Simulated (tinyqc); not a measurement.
## Resistance of a source-drain extension with a graded tip: effect of the active doping of the extension far from the gate

y runs along the channel, the gate covers y > 0. The doping is N0 for y < y0 and N0 10^(-(y - y0)/la) beyond, uniform over the depth xj. Sheet conductance s(y) = q mu(N) max(N - Nch, 0) xj + (for y > 0) ma Cox Vo, with mu(N) = u0 + (u1 - u0)/(1 + (N/Nr)^au) and Cox = eps0 eox/tox. Current is taken as one-dimensional; depletion of the tip, spreading and the contact are left out. The metallurgical junction lies at yj, where N = Nch.

R_spacer = integral of dy/s from -Ls to 0, R_ov from 0 to yj, R_channel = (Lg - 2 yj)/(ma Cox Vo), R_total = 2 R_spacer + 2 R_ov + R_channel. Electrical length L_eff = ma Cox dR_total/d(1/Vo); R_series = R_total - L_eff/(ma Cox Vo).

Inputs (values chosen for the exercise); mobility law close to that of holes in silicon: relative permittivity of the gate insulator (close to silicon dioxide) eox = 3.9; insulator thickness tox = 2.7 nm; lateral abruptness la = 3.3 nm/decade; position under the gate where the fall begins (gate edge at 0) y0 = 3.2 nm; depth of the extension xj = 17 nm; channel doping Nch = 1.4e18 cm^-3; spacer length Ls = 11 nm; gate overdrive Vo = 0.68 V; mobility of the gate-induced layer ma = 60 cm^2/(V s); mobility at low doping u1 = 470.5 cm^2/(V s); mobility at high doping u0 = 44.9 cm^2/(V s); reference doping Nr = 2.23e17 cm^-3; exponent au = 0.719; gate length Lg = 50 nm.

Constants: q = 1.602176634e-19 C, eps0 = 8.8541878128e-14 F/cm where lengths are in cm. Results are converted to the units shown.

Effect of the active doping of the extension far from the gate:
```
N0 (cm^-3)	yj (nm)	R_spacer (ohm um)	R_ov (ohm um)	R_channel (ohm um)	R_total (ohm um)	L_eff (nm)	R_series (ohm um)
2e19	7.011	35.57	40.03	689.5	840.7	37.89	114.5
3.1e19	7.639	24.02	38.92	665.4	791.3	36.59	90.06
4.7e19	8.236	16.46	38.08	642.5	751.6	35.37	73.74
7.2e19	8.847	11.11	37.42	619.1	716.2	34.14	61.96
1.1e20	9.454	7.472	36.93	595.8	684.6	32.92	53.83
1.7e20	10.08	4.942	36.57	571.9	655.0	31.67	48.12
2.6e20	10.69	3.285	36.33	548.6	627.8	30.45	44.34
4e20	11.30	2.163	36.16	524.9	601.6	29.21	41.77
```

Read the table: what changes, and by how much?

As N0 goes from 2e19 to 4e20, R_total falls from 841 to 602 ohm um, L_eff falls from 37.9 to 29.2 nm and R_series falls from 114 to 41.8 ohm um.

Computed by the program tinyqc: `OMP_NUM_THREADS=1 python tinyqc.py 2282072 2282073 out.jsonl`, one thread of a shared Intel Xeon 2.30GHz, about 0.04 s for the whole run.
